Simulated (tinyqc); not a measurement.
Empirical pseudopotential in a few plane waves, step by step. One step of it, computed by the program tinyqc.

Problem. Levels at k. Diagonalise the Hermitian matrix.

H(k) at k (eV), lower triangle:
```
           +0+0+0     -1-1-1     -1-1+1     -1+1-1     -1+1+1     +1-1-1     +1-1+1     +1+1-1
+0+0+0   1.345317
-1-1-1   2.347445  18.211978
-1-1+1  -2.347445   0.000000  19.818326
-1+1-1  -2.347445   0.000000  -0.122451  15.802455
-1+1+1  -2.347445   0.122451   0.000000   0.000000  17.408803
+1-1-1  -2.347445   0.000000  -0.122451  -0.122451   0.000000   9.377060
+1-1+1  -2.347445   0.122451   0.000000   0.000000  -0.122451   0.000000  10.983409
+1+1-1  -2.347445   0.122451   0.000000   0.000000  -0.122451   0.000000  -0.122451   6.967537
+1+1+1   2.347445   0.000000   0.122451   0.122451   0.000000   0.122451   0.000000   0.000000
-2+0+0   0.000000  -2.347445  -2.347445  -2.347445   2.347445   0.856240  -0.856240  -0.856240
+0-2+0   0.000000  -2.347445  -2.347445   0.856240  -0.856240  -2.347445   2.347445  -0.856240
+0+0-2   0.000000  -2.347445   0.856240  -2.347445  -0.856240  -2.347445  -0.856240   2.347445
+0+0+2   0.000000  -0.856240   2.347445  -0.856240  -2.347445  -0.856240  -2.347445   0.856240
+0+2+0   0.000000  -0.856240  -0.856240   2.347445  -2.347445  -0.856240   0.856240  -2.347445
+2+0+0   0.000000  -0.856240  -0.856240  -0.856240   0.856240   2.347445  -2.347445  -2.347445

           +1+1+1     -2+0+0     +0-2+0     +0+0-2     +0+0+2     +0+2+0    +2+0+0
+1+1+1   8.573886
-2+0+0  -0.856240  26.243721
+0-2+0  -0.856240  -0.122451  19.818326
+0+0-2  -0.856240  -0.122451  -0.122451  15.802455
+0+0+2  -2.347445   0.122451   0.122451   0.000000  19.015152
+0+2+0  -2.347445   0.122451   0.000000   0.122451  -0.122451  14.999280
+2+0+0  -2.347445   0.000000   0.122451   0.122451  -0.122451  -0.122451  8.573886
```

Give: eigenvalues.

Solution.

eigenvalues (eV): -1.923  3.197  6.489  6.689  10.829  11.685  13.609  14.364  16.013  17.709  18.802  19.638  23.327  23.889  28.625
